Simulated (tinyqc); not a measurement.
Levels against anisotropy: donor in an ellipsoidal valley (Kohn-Luttinger variational method). Computed by tinyqc, a small Python program. Command: `OMP_NUM_THREADS=1 python tinyqc.py 3000869 3000870 out.jsonl kohnlutt walk`. One thread of a shared host (Intel(R) Xeon(R) Processor @ 2.30GHz), about 0.04 s of CPU time with the checks.

H = -(d^2/dx^2 + d^2/dy^2) - gamma d^2/dz^2 - 2/r in units built on m_t, with gamma = m_t/m_l and z along the valley axis. One valley; no valley-orbit or central-cell term.

Inputs (values chosen for the exercise, modelled on germanium): transverse mass m_t = 0.0824 m_0; longitudinal mass m_l = 1.58 m_0; dielectric constant eps = 15.3.

Constants: Ry = 13.605693123 eV; a_0 = 0.529177210903 angstrom.

Method:
- Ry* = Ry m_t/eps^2, a* = a_0 eps/m_t, gamma = m_t/m_l.
- Trial function exp(-sqrt((x^2 + y^2)/a^2 + z^2/b^2)) with beta = b/a < 1: E = t/a^2 - u/a, t = (2 + gamma/beta^2)/3, u = 2 arcsin(sqrt(1 - beta^2))/sqrt(1 - beta^2); the best a is 2 t/u and E(beta) = -u^2/(4 t).
- The trial energy is minimised over beta by golden section from 0.05 to 0.999, 60 steps.
- Gaussian basis: g = P exp(-al (x^2 + y^2) - be z^2) with P = 1 (s-like), z (2p0) or x (2p+-); al = 0.004 x 2.6^k, k = 0..11, and be/al = 1, gamma^(-1/2) or 1/gamma (36 functions); 1/r = (2/sqrt(pi)) int exp(-t^2 r^2) dt by 48 Gauss-Legendre points after t = sqrt(al_i + al_j) tan(theta); overlap eigenvalues below 1e-10 are dropped.

gamma = 0.0521519

Binding energies (Ry*):
```
gamma  1s, trial  1s, Gaussians     2p0     2p+-
0.013     2.5289         2.5571  1.5247  0.39808
0.026     2.3125         2.3316  1.2633  0.38450
0.052     2.0758         2.0870  1.0102  0.36733
0.078     1.9300         1.9376  0.8712  0.35546
0.140     1.7135         1.7173  0.6874  0.33588
0.380     1.3410         1.3416  0.4289  0.29578
0.740     1.1024         1.1024  0.2983  0.26483
```

What follows from these numbers?

As gamma falls from 0.74 to 0.013, 1s deepens from 1.102 to 2.557 Ry*, on the way from the hydrogen value 1 to the two-dimensional limit 4; 2p+- moves from 0.265 to 0.398 (limits 1/4 and 4/9), while 2p0 climbs from 0.298 to 1.525 and joins 1s as gamma tends to 0.

Extremes, crossings and ranges named in words are read from the listed rows.
